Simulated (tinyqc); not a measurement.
Inside a calculation. Method: one-electron ion in a basis of Gaussians. One step of it, computed by the program tinyqc.

Question. Matrices over normalised Gaussians. With p = a_i + a_j and I(k) = Gamma((k+1)/2) / (2 p^((k+1)/2)): S = I(2l+2), T = (2l+3) a_i a_j S / p, V = -Z I(2l+1), each divided by sqrt(S_ii S_jj).

exponents of r^l exp(-a r^2) (1/bohr^2): 1.029000  2.707000  7.117000  18.710000  49.210000  129.400000

Z = 3

l = 0

Give: S; T; V.

Answer.

S, lower triangle:
```
       1      2      3      4      5      6
1  1.000
2  0.845  1.000
3  0.542  0.845  1.000
4  0.296  0.542  0.845  1.000
5  0.151  0.296  0.542  0.845  1.000
6  0.074  0.151  0.296  0.542  0.845  1.000
```

T (hartree), lower triangle:
```
       1      2       3       4       5        6
1  1.544
2  1.889  4.061
3  1.461  4.970  10.675
4  0.867  3.844  13.066  28.065
5  0.456  2.282  10.104  34.347  73.815
6  0.228  1.200   5.999  26.559  90.340  194.100
```

V (hartree), lower triangle:
```
        1       2        3        4        5        6
1  -4.856
2  -5.526  -7.877
3  -5.233  -8.962  -12.771
4  -4.458  -8.488  -14.532  -20.708
5  -3.618  -7.231  -13.762  -23.562  -33.583
6  -2.877  -5.868  -11.725  -22.312  -38.213  -54.458
```
